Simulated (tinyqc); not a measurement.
# Worked calculation: threshold of a short bulk MOSFET: charge sharing, barrier lowering, narrow width

Computed by the program tinyqc: `OMP_NUM_THREADS=1 python tinyqc.py 2002116 2002117 out.jsonl`, one thread of a shared Intel Xeon 2.30GHz, about 0.01 s for the whole run. Printed values are rounded.

n-channel device on a p-type body, depletion approximation, full ionisation. Uniform doping N = Na. Vbi from Boltzmann statistics is rough for the degenerate source. Cox = eps0 eox/tox.

Values chosen for this exercise; band and dielectric values close to those of silicon:
```
symbol,value,unit,meaning
T,300,K,temperature
Eg,1.1,eV,band gap
eps_r,11.8,,relative permittivity
Nc,2.83e19,cm^-3,conduction-band density of states at T
Nv,2.61e19,cm^-3,valence-band density of states at T
eox,22.4,,relative permittivity of the gate insulator (close to hafnium oxide)
tox,30,nm,insulator thickness
Na,1.6e17,cm^-3,channel doping
Nsd,1e20,cm^-3,source and drain doping
Vfb,-0.73,V,flat-band voltage for the doping Na
xj,67,nm,junction depth
Vbs,-1,V,body-source voltage
Vds,0.05,V,drain-source voltage
W,820,nm,gate width
xw,0,,shape factor of the fringing depletion at the width edges
L,340,nm,channel length
```

Constants: q = 1.602176634e-19 C, kB = 1.380649e-23 J/K, Vt = kB T/q, eps0 = 8.8541878128e-14 F/cm where lengths are in cm. Results are converted to the units shown.

## Long-channel threshold and scales

ni = sqrt(Nc Nv) exp(-Eg/(2 Vt)), Eg in volts; 2 pB = 2 Vt ln(N/ni); flat band Vfb - Vt ln(N/Na); Wd = sqrt(2 eps0 eps_r (2 pB - Vbs)/(q N)); body term q N Wd/Cox; long-channel VT0 = flat band + 2 pB + body term; Vbi = Vt ln(N Nsd/ni^2); scale length l = sqrt((eps_r/eox) tox Wd).

N = 1.6e17 cm^-3
2 pB = 0.8345010 V
flat band = -0.73 V
Wd = 122.2853 nm
body term = 0.4741645 V
VT0 = 0.5786655 V
Vbi = 1.000930 V
l = 43.96071 nm

## Short-channel and narrow-width shifts

Charge sharing (trapezoid; it ignores Vds): F = (xj/L)(sqrt(1 + 2 Wd/xj) - 1), lowering = body term times F. Barrier lowering: th = exp(-L/(2 l)) + 2 exp(-L/l), lowering = th [2 (Vbi - 2 pB) + Vds], DIBL = th. Narrow width: rise = body term times xw Wd/W. VT by each model = VT0 - lowering + rise.

F = 0.2278900
lowering by charge sharing = 108.0574 mV
th = 0.02179439
lowering of the barrier = 8.344146 mV
DIBL = 21.79439 mV/V
narrow-width rise = 0 mV
VT, charge sharing = 0.4706081 V
VT, barrier lowering = 0.5703214 V

L is 7.73 scale lengths. The charge-sharing lowering is 13.0 times the barrier lowering; the first falls off as 1/L and the second exponentially. Both describe the same loss of gate control, so they are alternatives and are not added.
